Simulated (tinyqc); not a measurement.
From results back to parameters: plasmons of a degenerate electron gas in the random-phase approximation. Three cases, with inputs chosen for the exercise.

Problem. At small q the plasmon follows E = Ep + B q^2 with B = (3/10)(hbar vF)^2/Ep, hbar vF = 2 c kF/m; n and m are hidden.

Zero temperature, parabolic band: kF = (3 pi^2 n)^(1/3), EF = c kF^2/m, Ep^2 = 8 pi c e2 n/(m eb), qTF^2 = 6 pi e2 n/(eb EF), c = hbar^2/2m0, e2 = e^2/(4 pi eps0), n in 1/angstrom^3 (1e-24 per 1/cm^3).

Constants: hbar^2/2m0 = 3.80998211 eV angstrom^2; e^2/(4 pi eps0) = 14.39964547 eV angstrom.

Find: hbar vF; kF; n; m.

Method. hbar vF = sqrt(B Ep/0.3); Ep^2 = (4 e2/(3 pi eb)) kF^2 hbar vF gives kF, then n and m.

Case 1.

Values chosen (out of a larger set: mass and background constant near those of InP; polar phonons, which mix with the plasmon in the real crystal, and the rise of the mass with filling are left out; not measured data): eb = 9.37 (background dielectric constant).

Ep = 144.243 meV
B = 94.4459 eV angstrom^2

Solution.

hbar vF = 6.739 eV angstrom
kF = 0.06880 1/angstrom
n = 1.10e+19 1/cm^3
m = 0.078 m0

Case 2.

Values chosen (out of a larger set: mass and background constant near those of InP; polar phonons, which mix with the plasmon in the real crystal, and the rise of the mass with filling are left out; not measured data): eb = 9.57 (background dielectric constant).

Ep = 68.6875 meV
B = 72.7955 eV angstrom^2

Solution.

hbar vF = 4.083 eV angstrom
kF = 0.04254 1/angstrom
n = 2.60e+18 1/cm^3
m = 0.079 m0

Case 3.

Values chosen (out of a larger set: mass and background constant near those of GaAs; polar phonons, which mix with the plasmon in the real crystal, and the rise of the mass with filling are left out; not measured data): eb = 11.2 (background dielectric constant).

Ep = 179.993 meV
B = 135.973 eV angstrom^2

Solution.

hbar vF = 9.032 eV angstrom
kF = 0.08108 1/angstrom
n = 1.80e+19 1/cm^3
m = 0.068 m0

Computed by tinyqc, one run a case: `OMP_NUM_THREADS=1 python tinyqc.py N N+1 out.jsonl` with N = 1681284, 1681286, 1681356; one thread of a shared Intel(R) Xeon(R) Processor @ 2.30GHz, about 0.01 s a run at most.
